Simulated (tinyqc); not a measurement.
Grain-boundary trapping model (Seto) of a polycrystalline semiconductor film: one step, computed by the program tinyqc. Command: `OMP_NUM_THREADS=1 python tinyqc.py 3004541 3004542 out.jsonl poly walk`. One thread of a shared host (Intel(R) Xeon(R) Processor @ 2.30GHz), about 0.01 s of CPU time with the checks.

Grains of equal size L are joined by thin boundaries with one trap level. Trapped carriers deplete a width W on each side and raise a barrier, crossed by thermionic emission. Dopants are fully ionised, statistics are non-degenerate and mu_g does not depend on T.

Question. Critical doping. If all traps fill, the grain is just depleted at N* = Q_t/L, with the barrier e Q_t L/(8 eps eps_0).

Inputs (values chosen for the exercise, modelled on polycrystalline silicon): permittivity eps = 11.7; grain size L = 20 nm; trap density Q_t = 2e+12 1/cm^2.

Grain interior: resistance included.

Constants: e = 1.602176634e-19 C; eps_0 = 8.8541878128e-12 F/m; k_B = 8.617333262e-05 eV/K.

Give: N*; barrier at N* with all traps filled.

Answer.

N* = 1.00e+18 1/cm^3

barrier at N* with all traps filled = 0.077330 V
